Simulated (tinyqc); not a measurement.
Inside a calculation. Model: nucleation and growth of vacancy voids in a cooling silicon-like crystal. Computed by tinyqc, a small Python program that keeps every step. Command: `OMP_NUM_THREADS=1 python tinyqc.py 3015030 3015031 out.jsonl voids walk`. One thread of a shared host (Intel(R) Xeon(R) Processor @ 2.30GHz), about 0.4 s of CPU time with the checks. Intermediate numbers are printed to about 5 digits and carried at full precision; extremes and crossings named in words are read from the listed rows.

Spherical voids; vacancies are lost only to voids.

Inputs (values chosen for the exercise, for a model crystal):
```
quantity                                    value    unit
vacancy density at the melting point C_m    6e+14  1/cm^3
formation energy E_f                         4.29      eV
melting point T_m                            1685       K
diffusion prefactor D0                      0.001  cm^2/s
migration energy E_m                         0.41      eV
site density rho                            5e+22  1/cm^3
void surface energy gamma                   0.926   J/m^2
cooling rate q                                2.2   K/min
ratio (V/G)/xi_c                             1.73       -
limit of the excess at high V/G           1.6e+14  1/cm^3
temperature of the worked step T             1355       K
temperature step                             0.25       K
```

Vacancy supply: from V/G.

Constants: k_B = 8.617333262e-05 eV/K; k_B = 1.380649e-23 J/K; e = 1.602176634e-19 C.

## Vacancy excess

C = C_x (u - 1)/(u + 0.2) with u = (V/G)/xi_c, a form chosen for the exercise.

initial excess C = 6.0518e+13 1/cm^3

## Nucleation rate at T with the initial excess

C_e = C_m exp[-(E_f/k_B)(1/T - 1/T_m)]; D = D0 exp(-E_m/(k_B T)); f = k_B T ln(C/C_e); r* = 2 gamma/(rho f); W* = 16 pi gamma^3/(3 rho^2 f^2); Z = f/sqrt(12 pi W* k_B T); I = rho Z (4 pi r* D C) exp(-W*/(k_B T)).

C_e = 4.4999e+11 1/cm^3

D = 2.9857e-05 cm^2/s

driving force f = 0.57232 eV

critical radius r* = 0.40394 nm

W*/(k_B T) = 33.831

rate I = 1.2770e+10 1/(cm^3 s)

Cooling by 10 K multiplies I by 17: nucleation switches on within a narrow range of temperature. Caution: at such a rate voids would have used up the initial excess before the crystal cooled to this T.

## Cooling through the nucleation range

March down from 1500 K in steps dT, dt = dT/q, with values at the upper end of each step: a class of I dt voids is born with r*; then all classes grow by r^2 += 2 D (C - C_e) dt/rho; C falls by the vacancies added to voids. Stop at 1150 K. T_n is the T of the largest I, N the final count (classes under 1e-6 /cm^3 are dropped), and the mean radius the number average.

Rows around the peak of I:
```
T (K)    C (1/cm^3)  C_e (1/cm^3)  I (1/(cm^3 s))  voids (1/cm^3)  mean radius (nm)
1418.25  6.0518e+13    2.3163e+12      6.1242e-05      1.6628e-03            15.094
1408.25  6.0518e+13    1.8053e+12      1.6982e-01      5.7226e+00            16.320
1398.25  6.0509e+13    1.4020e+12      1.1894e+02      4.8884e+03            17.499
1393.25  6.0326e+13    1.2338e+12      1.9185e+03      9.0317e+04            18.243
1390.25  5.9518e+13    1.1423e+12      6.7765e+03      4.0428e+05            19.285
1388.25  5.7908e+13    1.0848e+12      9.6220e+03      8.5875e+05            20.950
1386.25  5.4814e+13    1.0301e+12      6.8116e+03      1.3422e+06            24.114
1384.25  5.0304e+13    9.7805e+11      2.1693e+03      1.5940e+06            28.726
1382.25  4.5030e+13    9.2846e+11      3.4164e+02      1.6572e+06            33.615
1379.25  3.6953e+13    8.5850e+11      7.1524e+00      1.6661e+06            39.532
1376.25  2.9575e+13    7.9354e+11      4.4603e-02      1.6662e+06            43.704
```

temperature of peak nucleation T_n = 1388.25 K

void density N = 1.6662e+06 1/cm^3

mean radius = 55.321 nm

vacancies left at 1150 K = 1.6876e+09 1/cm^3

I rises as supersaturation builds and collapses once the first voids have drawn C down by 4 % at the peak. Nearly all the excess then goes into these voids: [3 C/(4 pi rho N)]^(1/3) = 55.8 nm.

## Cooling rate

The formulas are those given above.

At fixed C:
```
q (K/min)  T_n (K)  N (1/cm^3)  mean radius (nm)
0.22       1398.25  5.5647e+04            172.05
0.55       1394.50  2.1530e+05            109.53
1.10       1391.25  5.9901e+05             77.84
2.20       1388.25  1.6662e+06             55.32
4.40       1384.75  4.6335e+06             39.32
8.80       1381.25  1.2880e+07             27.94
22.00      1376.00  4.9715e+07             17.80
```

Over the rows N goes as q^1.48 and the radius as q^-0.49, near the 3/2 and -1/2 of the scaling argument (depletion time 1/(4 pi N r D) equal to the time in the nucleation range, at fixed N r^3). T_n drops only 22 K for a factor 100 in q. Fast cooling gives many small voids, which an anneal can dissolve.

## Vacancy excess varied

The formulas are those given above.

At fixed q:
```
C (1/cm^3)  T_n (K)  N (1/cm^3)  mean radius (nm)
2.40e+13    1343.00  3.2364e+06            32.540
3.60e+13    1362.50  2.4190e+06            41.065
6.10e+13    1388.50  1.6568e+06            55.573
9.70e+13    1412.00  1.1879e+06            72.508
1.50e+14    1434.75  8.6907e+05            93.094
```

More vacancies nucleate earlier (T_n rises by 92 K) and give fewer, larger voids: N goes as C^-0.72 and the radius as C^0.57, steeper than the -1/2 and +1/2 of the scaling argument at fixed D, because D rises with T_n.

Checks made by the program: Z against the curvature of W(n) (relative difference below 1e-10); N against a run with half the step (relative difference 2e-03).
